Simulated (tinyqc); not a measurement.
# Worked calculation: threshold-voltage variability of a planar MOSFET, analytic estimates

Program tinyqc, `OMP_NUM_THREADS=1 python tinyqc.py 2090056 2090057 out.jsonl`; Intel Xeon 2.30GHz, shared host, one thread, about 0.01 s. Printed values are rounded.

Three independent sources add in quadrature: random dopants in the depleted layer, metal-gate grains of two orientations, and roughness of the two gate edges acting through the roll-off VT = VT(long) - Vr exp(-L/l). These are first-order estimates: no three-dimensional electrostatics, no percolation.

Parameters, values chosen for the exercise; material values close to those of silicon: temperature T = 300 K; band gap Eg = 1.13 eV; relative permittivity of the semiconductor eps_r = 11.7; conduction-band density of states at T Nc = 2.75e19 cm^-3; valence-band density of states at T Nv = 2.63e19 cm^-3; channel doping Na = 7.5e17 cm^-3; oxide-equivalent thickness in inversion ti = 1.8 nm; gate length L = 45 nm; gate width W = 220 nm; metal grain size G = 15 nm; work-function difference of the two grain orientations dW = 0.15 eV; share of the orientation of higher work function p = 0.5; rms roughness of one gate edge De = 0.8 nm; correlation length of the roughness La = 30 nm; decay length of the threshold roll-off l = 12 nm; prefactor of the roll-off Vr = 1.7 V; subthreshold factor n = 1.13; gm/I of a matched pair gI = 5 1/V; spread of the gain factor of one device sb = 0.9 %; number of cells Nb = 8388608; wanted yield Y = 0.962.

Constants: q = 1.602176634e-19 C, kB = 1.380649e-23 J/K, Vt = kB T/q, eps0 = 8.8541878128e-14 F/cm where lengths are in cm. Results are converted to the units shown.

## Random dopants

ni = sqrt(Nc Nv) exp(-Eg/(2 Vt)), Eg in volts; Cox = 3.9 eps0/ti; Wd = sqrt(4 eps0 eps_r Vt ln(Na/ni)/(q Na)); dopants: s1 = (q/Cox) sqrt(Na Wd/(3 L W)). The slope A1 = s1 sqrt(L W); mean number of dopants Na L W Wd.

Cox = 1.918407 uF/cm^2
Wd = 40.36403 nm
mean number of dopants = 299.7029
A1 = 0.8389515 mV um
s1 = 8.431780 mV

Counting alone, 1/sqrt(N) of the depletion voltage q Na Wd/Cox = 253 mV, would give sqrt(3) times more: dopants deep in the layer act less on the surface.

## Metal grains and edge roughness

Grains: Ng = L W/G^2 (at least 1), s2 = dW sqrt(p (1 - p)/Ng). Edges, with exponential correlation and u = W/La: the mean gate length has sL^2 = 2 De^2 (2/u)[1 - (1 - exp(-u))/u]; s3 = sL (Vr/l) exp(-L/l).

Ng = 44
s2 = 11.30668 mV
sL = 0.5491072 nm
dVT/dL = 3.331681 mV/nm
s3 = 1.829450 mV

## Total spread, mismatch and leakage

s = sqrt(s1^2 + s2^2 + s3^2). For a pair: s(dVT) = sqrt(2) s; current mismatch sqrt(2) sqrt((gI s)^2 + sb^2); input offset = current mismatch/gI. For a Gaussian VT the off current is log-normal with mean/median = exp(s^2/(2 (n Vt)^2)).

s = 14.22261 mV
s(dVT) = 20.11381 mV
current mismatch = 10.13713 %
input offset = 20.27425 mV
mean/median of Ioff = 1.125827

The grains give 63.2 % of the variance; without them s would be 8.63 mV.

## Iteration 1: margin in standard deviations for the wanted yield

k at the start = 4

Cells fail independently with probability Q(k) = erfc(k/sqrt(2))/2 when the margin is k standard deviations, and Y = exp(-Nb Q(k)). phi = exp(-k^2/2)/sqrt(2 pi). Newton steps on ln Q(k) = ln(-ln(Y)/Nb): k(new) = k + [ln Q - ln(-ln(Y)/Nb)] Q/phi.

Q(k) = 3.167124e-5
phi = 1.338302e-4
k after iteration 1 = 6.090385

## Iteration 2: margin in standard deviations for the wanted yield

As before.

Q(k) = 5.631981e-10
phi = 3.518145e-9
k after iteration 2 = 5.753545

## Course of the iteration: margin in standard deviations for the wanted yield

Stop when k changes by less than 1e-9, or after 30 iterations.

Course of the iteration:

| iteration | k | \|change\| |
|---|---|---|
| 1 | 6.090385 | 2.09 |
| 2 | 5.753545 | 0.337 |
| 3 | 5.744191 | 9.35e-3 |
| 4 | 5.744184 | 7.21e-6 |
| 5 | 5.744184 | 4.29e-12 |

Converged in 5 iterations. At the end the number of correct digits about doubles with each step. With s(dVT) = 20.1 mV, 5.74 standard deviations are 116 mV.
